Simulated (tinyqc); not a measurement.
What each parameter does: donor near an oxide interface in a gate field (two-state model).

Interface at z = 0 (hard wall), donor at z = d, field F pulling electrons to the interface: potential e F z; 1 kV/cm = 1e-5 eV/angstrom, c = hbar^2/2m0, q = e^2/(4 pi eps0), Q = (eps - eo)/(eps + eo). Donor state: E_D = e F d - ED - q Q/(4 eps d), the last term joining the images of ion and electron. Interface state: z exp(-b z/2) exp(-rho^2/(2 L^2)) with E_z = c b^2/(4 mz) + 3 e F/b + q Q b/(8 eps), minimised over b; in the plane at z = 3/b the ion (distance D = d - 3/b) and its image (D' = d + 3/b) give E_rho = c/(mt L^2) - (q/eps)(sqrt(pi)/L)[erfcx(D/L) + Q erfcx(D'/L)], erfcx(x) = exp(x^2) erfc(x), minimised over L. E_I = E_z + E_rho.

The two states couple by t = t0 exp(-D/aD) with t0 = q/(eps aD) (2 aD/L) sqrt(aD b/2) v, v a valley factor; this form is an estimate. With detuning u = E_D - E_I the splitting is sqrt(u^2 + 4 t^2) and the lower state has weight (1 - u/sqrt(u^2 + 4 t^2))/2 on the donor.

Constants: hbar^2/2m0 = 3.80998211 eV angstrom^2; e^2/(4 pi eps0) = 14.39964547 eV angstrom.

Parameters, chosen for this exercise (near those of a donor in Si below SiO2, static dielectric constants; not measured data): d = 140 angstrom (depth of the donor); ED = 44.9 meV (bulk binding energy); mz = 0.93 m0 (mass across the interface); mt = 0.189 m0 (mass in the plane); eps = 11.3 (dielectric constant of the semiconductor); eo = 3.9 (dielectric constant of the oxide); aD = 14.4 angstrom (donor radius); v = 0.32 (valley factor).

Critical field (E_D = E_I), and t and L there.

Results for these values:
```
case  critical field (kV/cm)  t (meV)  L (angstrom)
base                    46.9  0.00540         100.2
```

What happens to each result for aD = 15.8 angstrom, all else kept?

Answer: critical field does not change at the printed digits; t rises from 0.00540 to 0.0105; L does not change at the printed digits.

The same for each parameter in turn:
```
case                critical field (kV/cm)  t (meV)  L (angstrom)
base                                  46.9  0.00540         100.2
d = 130 angstrom                      51.3   0.0106          95.1
ED = 50.9 meV                         52.9  0.00487         100.9
aD = 15.8 angstrom                    46.9   0.0105         100.2
mz = 0.79 m0                          47.9  0.00586          99.6
mt = 0.217 m0                         46.6  0.00571          95.1
eo = 5.8                              45.6  0.00490         102.8
eps = 12                              47.4  0.00491         102.4
```

Program tinyqc; command `OMP_NUM_THREADS=1 python tinyqc.py 1252782 1252783 out.jsonl`; about 0.08 s on one thread of a shared Intel(R) Xeon(R) Processor @ 2.30GHz.
